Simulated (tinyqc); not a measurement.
Crystal pulling from the melt: segregation, interface stability, heat balance and point-defect regime: one step, computed by the program tinyqc.

A dilute solute; steady pulling with a flat interface unless it is found unstable.

Problem. Boundary layer and effective coefficient. delta = 1.61 D^(1/3) nu^(1/6) omega^(-1/2), omega = 2 pi rpm/60; k_eff = k0/[k0 + (1 - k0) exp(-V delta/D)] (Burton, Prim and Slichter); the melt at the interface is enriched by k_eff/k0.

Inputs (values chosen for the exercise, modelled on aluminium in silicon):

| quantity | value | unit |
|---|---|---|
| equilibrium coefficient k0 | 0.0021 | - |
| diffusivity in the melt D | 0.00013 | cm^2/s |
| kinematic viscosity nu | 0.0027 | cm^2/s |
| crystal rotation | 30 | rpm |
| pull rate V | 1.1 | mm/min |

Give: boundary layer delta; V delta/D; k_eff; enrichment at the interface.

Solution.

boundary layer delta = 171.7 micrometre

V delta/D = 0.2422

k_eff = 0.002674

enrichment at the interface = 1.273

k_eff has moved 0.1 % of the way from k0 to 1. A 10 % ripple of V gives striations of 2.42 % in C_s, since d ln k_eff/d ln V = (1 - k_eff) V delta/D.
